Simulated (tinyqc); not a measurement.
From results back to parameters: Koster-Slater impurity in an sp3s* host.

Problem. In the Koster-Slater model a defect shifts the s level of its site by Vs and the p levels by Vp; an A1 level solves 1/Vs = G_s(E) and a T2 level 1/Vp = G_p(E), E from the top of the valence band. A defect has an A1 level at E = 4.6457 eV, one of the energies of the table, and a T2 level at 0.6637 eV.

G(E) of the host (1/eV):

| E (eV) | G_s | G_p |
|---|---|---|
| 0.0000 | -0.0038921 | 0.0480841 |
| 0.6637 | -0.0081005 | 0.0292497 |
| 1.3273 | -0.0126359 | 0.0169195 |
| 1.9910 | -0.0177409 | 0.0065604 |
| 2.6547 | -0.0237556 | -0.0031862 |
| 3.3183 | -0.0312520 | -0.0132622 |
| 3.9820 | -0.0413696 | -0.0248716 |
| 4.6457 | -0.0570341 | -0.0407122 |
| 5.3093 | -0.0929454 | -0.0752697 |

Find: Vs, Vp.

Solution. Read G_s and G_p at the two energies and invert them. Vs is attractive and pulls its level down from the conduction bands. Vp is repulsive and pushes its level up from the valence bands.

Vs, Vp (eV): -17.5  34.2

tinyqc: `OMP_NUM_THREADS=1 python tinyqc.py 1451704 1451705 out.jsonl`; about 0.08 s, one thread, shared Intel(R) Xeon(R) Processor @ 2.30GHz.
